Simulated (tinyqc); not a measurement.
Input admittance of a MOSFET at zero drain bias: distributed channel and distributed gate: one step of the calculation.

Source and drain grounded, strong inversion, w = 2 pi f, Cox = eps0 eox/tox. The channel is an RC line of resistance 1/(mu Cox Vo) per square fed from both ends, so one finger has the intrinsic admittance y = i w Cox L tanh(g)/g per width, g = (1/2) sqrt(i w tau), tau = L^2/(mu Vo). The vertical resistance rv/L is in series with y, the overlaps 2 i w Cov in parallel: y_t = 1/(1/y + rv/L) + 2 i w Cov. The gate strip is a line of Rsh/L per length loaded by y_t, so a finger has Y = y_t Wf tanh(k)/k, k = (Wf/sd) sqrt(y_t Rsh/L); the device has Nf Y.

Task. Low-frequency resistances and capacitance. Low-frequency limits, with c = Cox L and ct = c + 2 Cov: R_strip = Rsh Wf/(3 sd^2 L Nf), R_ch = (c/ct)^2 L/(12 mu Cox Vo Wf Nf), R_vert = (c/ct)^2 rv/(L Wf Nf), C = ct Wf Nf.

Values chosen for this exercise; values of the order met in silicon radio-frequency transistors: relative permittivity of the gate insulator (close to silicon dioxide) eox = 3.9; insulator thickness tox = 3.6 nm; channel length L = 0.23 um; finger width Wf = 2.9 um; number of fingers Nf = 4; channel mobility mu = 310 cm^2/(V s); gate overdrive Vo = 0.59 V; sheet resistance of the gate Rsh = 10 ohm/square; vertical resistivity of the gate stack rv = 1.1 ohm um^2; number of ends at which a finger is contacted sd = 2; overlap and fringe capacitance on each side Cov = 0.17 fF/um.

Constants: eps0 = 8.8541878128e-14 F/cm where lengths are in cm. Results are converted to the units shown.

Find: parts; sum; C; 1/(2 pi R C).

Result.

parts (ohm): strip 2.6268, channel 7.0708, vertical 0.30954
sum = 10.007 ohm
C = 29.536 fF
1/(2 pi R C) = 538.48 GHz

The channel term is the largest, 70.7 % of the sum.

Numbers from tinyqc (`OMP_NUM_THREADS=1 python tinyqc.py 2262089 2262090 out.jsonl`; about 0.01 s on one thread of a shared Intel Xeon 2.30GHz).
